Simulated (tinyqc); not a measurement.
Worked calculation: Born-Oppenheimer dynamics on the LDA (VWN5)/sto-3g surface (energies and gradients from PySCF), for BeH2, spin multiplicity 1. Computed by tinyqc, a small Python program that keeps every step (integrals from PySCF). Settings: charge = 0, multiplicity = 1, basis = sto-3g, functional = lda,vwn, time step (fs) = 0.5, steps = 16. Command: `OMP_NUM_THREADS=1 python tinyqc.py 26537 26538 out.jsonl` (the two numbers bound the seeds that draw the settings). One thread of a shared host (Intel(R) Xeon(R) Processor @ 2.60GHz), about 5 s of CPU time with the checks.

positions (bohr), order 1Be, 2H, 3H:
$$\begin{pmatrix}
0.001890 & 0.001890 & 0.064251 \\
0.018897 & 2.416960 & 0.100155 \\
0.026456 & -2.335701 & 0.000000
\end{pmatrix}$$

The total energy should stay constant up to terms of order dt^2; the step counts as short enough if it moves by less than 2 % of the largest kinetic energy.

Trajectory:
```
time (fs)  1Be-2H (angstrom)  potential (hartree)  kinetic (hartree)  total (hartree)
0.000000            1.278173         -15.44260443         0.00189602     -15.44070841
0.500000            1.275315         -15.44181035         0.00111489     -15.44069546
1.000000            1.274100         -15.44139126         0.00070293     -15.44068833
1.500000            1.274565         -15.44145823         0.00076862     -15.44068961
2.000000            1.276687         -15.44199153         0.00129271     -15.44069882
2.500000            1.280386         -15.44284748         0.00213478     -15.44071270
3.000000            1.285528         -15.44380766         0.00308087     -15.44072679
3.500000            1.291922         -15.44464677         0.00390944     -15.44073733
4.000000            1.299328         -15.44519125         0.00444888     -15.44074237
4.500000            1.307462         -15.44535117         0.00460933     -15.44074184
5.000000            1.316009         -15.44512367         0.00438673     -15.44073694
5.500000            1.324635         -15.44457641         0.00384708     -15.44072934
6.000000            1.333000         -15.44382224         0.00310156     -15.44072069
6.500000            1.340778         -15.44299344         0.00228112     -15.44071232
7.000000            1.347661         -15.44222022         0.00151500     -15.44070521
7.500000            1.353380         -15.44161466         0.00091468     -15.44069998
8.000000            1.357707         -15.44125985         0.00056283     -15.44069702
```

Is the time step short enough?

Yes. The total energy moves within 5.4e-05 hartree, under 2 % of the largest kinetic energy.
